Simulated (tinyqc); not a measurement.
Two-junction solar cell, detailed-balance limit: one step of the calculation.

The top cell takes all photons above E1, the bottom cell those between E2 and E1. Each cell follows J = Jsc - J0 (exp(V/Vt) - 1) with J0 = q ge Phi(gap, T)/ERE; light emitted by one cell and absorbed by the other is left out. In series both carry one current; wired apart (four terminals) each works at its own maximum power point. Efficiencies are counted against Pin = fs X sigma Ts^4.

Question. Photocurrents and dark currents. Photon flux above E from a black body at temperature T into a hemisphere: Phi(E, T) = A sum_k exp(-k E/th)[E^2 th/k + 2 E th^2/k^2 + 2 th^3/k^3], k = 1, 2, ..., with th = kB T/q in eV and A = 2 pi q^3/(h^3 c^2). J1 = q fs X Phi(E1, Ts), J2 = q fs X [Phi(E2, Ts) - Phi(E1, Ts)], J01 and J02 as above; sigma = 2 pi^5 kB^4/(15 h^3 c^2).

Values chosen for this exercise:
- T = 280 K (cell temperature)
- Ts = 7000 K (temperature of the black-body sun)
- fs = 2.16e-5 (share of the hemisphere filled by the sun)
- X = 1 (concentration)
- ERE = 0.01 (external radiative efficiency)
- ge = 1 (number of faces that emit)
- E2 = 1.09 eV (gap of the bottom cell)
- E1 = 1.73 eV (gap of the top cell)

Constants: q = 1.602176634e-19 C, kB = 1.380649e-23 J/K, h = 6.62607015e-34 J s, c = 299792458 m/s. Results are converted to the units shown.

Give: J1; J2; J01; J02; Pin.

Answer.

J1 = 69.53 mA/cm^2
J2 = 46.11 mA/cm^2
J01 = 8.545e-24 mA/cm^2
J02 = 1.140e-12 mA/cm^2
Pin = 294.1 mW/cm^2

The bottom cell limits the series current; the other has 51 % more.

tinyqc, about 0.01 s, one thread, Intel Xeon 2.30GHz (shared host): `OMP_NUM_THREADS=1 python tinyqc.py 2820046 2820047 out.jsonl`
